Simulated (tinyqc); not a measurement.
Band offset from the macroscopic average of a supercell potential: one step. The potential line-up.

Values chosen for the exercise (out of a larger set: gaps near those of Si and Ge; not measured data): h = 0.25 angstrom (grid step).

macroscopic average (eV): -5.97500  -5.56022  -5.20453  -4.99341  -4.93259  -4.94733  -4.92136  -4.91206  -4.91019  -4.91000  -4.91004  -4.91000  -4.91019  -4.91206  -4.92136  -4.94733  -4.93259  -4.99341  -5.20453  -5.56022  -5.97500  -6.38978  -6.74547  -6.95659  -7.01741  -7.00267  -7.02864  -7.03794  -7.03981  -7.04000  -7.03996  -7.04000  -7.03981  -7.03794  -7.02864  -7.00267  -7.01741  -6.95659  -6.74547  -6.38978

Problem. Read the macroscopic average in the middle of each region, j = 10 and j = 30, and its slope in A by a central difference over two points each way.

Give: plateau in A; plateau in B; dV = B - A; slope in A.

Solution.

plateau in A = -4.910 eV
plateau in B = -7.040 eV
dV = B - A = -2.130 eV
slope in A = 0.000 eV/angstrom

The plateaus are flat, so the line-up is well defined.

Run: tinyqc, `OMP_NUM_THREADS=1 python tinyqc.py 1850531 1850532 out.jsonl`; Intel(R) Xeon(R) Processor @ 2.30GHz, one thread, shared host; about 0.01 s of CPU time with all checks.
